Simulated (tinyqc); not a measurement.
What moves the results: donors with valley-orbit split 1s states. A value that a table varies takes the place of the one given here.

Each donor binds at most one electron, in any of its states. For a site s, W_s = sum over its states of g exp(E/kT), and the ionised share is 1/(1 + W_s exp(eta)), eta = (EF - Ec)/kT; n = Nc F_1/2(eta); neutrality n + NA = ND x (mean ionised share); holes are neglected. Nc from N = 2 (m kB T/(4 pi c))^(3/2) with c = hbar^2/2m0, in 1/angstrom^3; times 1e24 for 1/cm^3, m = md. F_j(eta) = (1/Gamma(j + 1)) integral_0^infinity x^j dx/(1 + exp(x - eta)), which tends to exp(eta) for eta << 0.

Mobility (Caughey-Thomas form): mu = mu0 + (mu1 (T/300)^(-ga) - mu0)/(1 + ((ND + NA)/Nr)^de); rho = 1/(e n mu), e = 1.602176634e-19 C.

Constants: hbar^2/2m0 = 3.80998211 eV angstrom^2; kB = 8.617333262e-05 eV/K.

Inputs chosen for the exercise (near those of P in Si; the results hold for these values, not for the real material):
```
symbol  value               unit        meaning
md      1.039               m0          density-of-states mass of the conduction band
E       (46.9, 35.1, 33.4)  meV         binding energies of 1s(A1), 1s(T2), 1s(E)
g       (2, 6, 4)                       their degeneracies with spin
ND      1.9e+17             1/cm^3      donors
NA      0                   1/cm^3      compensating acceptors, all ionised
T       400                 K
mu0     71                  cm^2/(V s)  mobility at heavy doping
mu1     1373                cm^2/(V s)  mobility at light doping and 300 K
Nr      8.8e+16             1/cm^3      reference doping
de      0.72                            doping exponent
ga      2.3                             temperature exponent
```

## What the excited states change

The last columns keep only the ground state of each site (g = 2).

Results:
```
T (K)  effective degeneracy    eta  n (1/cm^3)  n, ground states only  ratio
40                     2.28  -8.17    3.65e+14               3.89e+14  0.938
60                     2.91  -6.34    4.18e+15               5.03e+15  0.832
80                     3.65  -5.57    1.40e+16               1.86e+16  0.751
110                    4.69  -5.07    3.69e+16               5.34e+16  0.692
150                    5.82  -4.88    7.13e+16               1.04e+17  0.688
200                    6.85  -4.90    1.07e+17               1.45e+17  0.737
250                    7.61  -5.03    1.32e+17               1.66e+17  0.796
300                    8.17  -5.19    1.48e+17               1.76e+17  0.844
400                    8.96  -5.50    1.66e+17               1.84e+17  0.906
500                    9.49  -5.79    1.75e+17               1.86e+17  0.938
```

The effective degeneracy grows from 2.28 to 9.49. Excited states hold electrons back, so the ratio is never above 1; it is lowest, 0.688, at 150 K of those listed, and 0.844 at 300 K. At low T the excited states empty out, and at high T more donors are ionised (n is 92 % of ND - NA in the last row), so the effect is largest in between.

## Ionisation and resistivity against doping

NA = 0.

Results:
```
ND (1/cm^3)  n (1/cm^3)   n/ND  mu (cm^2/(V s))  rho (ohm cm)  rho at full ionisation
1.0e+14        1.00e+14  1.000              704          88.7                    88.7
1.0e+15        9.99e+14  0.999              684          9.13                    9.12
1.0e+16        9.92e+15  0.992              598          1.05                    1.04
3.0e+16        2.93e+16  0.976              507         0.420                   0.410
1.0e+17        9.27e+16  0.927              375         0.180                   0.166
3.0e+17        2.48e+17  0.825              257        0.0979                  0.0808
1.0e+18        6.44e+17  0.644              165        0.0586                  0.0377
2.0e+18        1.05e+18  0.525              132        0.0451                  0.0237
```

From 1e16 to 1e18 1/cm^3 rho falls by a factor 17.9, not 100: the mobility takes a factor 3.62 and incomplete ionisation 1.54. n/ND is below 0.9 from 3e+17 1/cm^3 on. From a few times 1e18 1/cm^3 on, depending on the dopant, the levels merge with the band, and already below that screening lowers the binding energy, so the last rows understate n.

## Compensation sets the slope of the freeze-out

NA = K ND. The slope energy is -d ln(n T^(-p))/d(1/kT) between 30 and 36 K, with p = 3/4 for K = 0 and p = 3/2 otherwise.

Results:
```
K       n(30 K) (1/cm^3)  n(36 K) (1/cm^3)  slope energy (meV)
0               3.18e+13          1.62e+14               23.08
0.0010          5.18e+12          9.23e+13               40.43
0.010           5.28e+11          1.35e+13               46.06
0.050           1.01e+11          2.61e+12               46.16
0.20            2.13e+10          5.50e+11               46.16
0.50            5.33e+09          1.37e+11               46.16
```

Without acceptors the slope is 23.08 meV, against half the ground-state energy, 23.45; with K = 0.05 it is 46.16 meV, against the full 46.9. The full energy (less a few meV where excited levels lie within a few kT) shows where n is far below NA, since the acceptors then hold EF near the donor level: n(36 K)/NA is 0.49 for K = 0.001 and 0.00027 for K = 0.05; where it is not small, the slope falls short of the full energy.

## What moves the carrier density

All results formed anew. Each row changes one parameter from the base and keeps the others.

Results:
```
case                           eta  n (1/cm^3)  rho (ohm cm)
base                        -5.504   1.663e+17        0.1236
E = (51.9, 35.1, 33.4) meV  -5.508   1.657e+17        0.1241
md = 1.143 m0               -5.632   1.689e+17        0.1217
ND = 3.8e+17 1/cm^3         -4.906   3.019e+17       0.08765
NA = 1.9e+16 1/cm^3         -5.611   1.495e+17        0.1422
T = 430 K                   -5.593   1.695e+17        0.1395
Nr = 1.76e+17 1/cm^3        -5.504   1.663e+17       0.09850
```

The largest shifts from the base row, up to three for each result and ties (the steps differ in size, so this ranks the rows, not the parameters). eta: ND +0.597, md -0.128, NA -0.107; unchanged at the printed digits by Nr. n (1/cm^3): ND +1.36e+17, NA -1.69e+16, T +3.21e+15; unchanged at the printed digits by Nr. rho (ohm cm): ND -0.0359, Nr -0.0251, NA +0.0187.

Computed by tinyqc, a small Python program: `OMP_NUM_THREADS=1 python tinyqc.py 1681051 1681052 out.jsonl` (the numbers bound the seed that draws the inputs); one thread of a shared host (Intel(R) Xeon(R) Processor @ 2.30GHz), about 0.01 s for the whole set of steps.
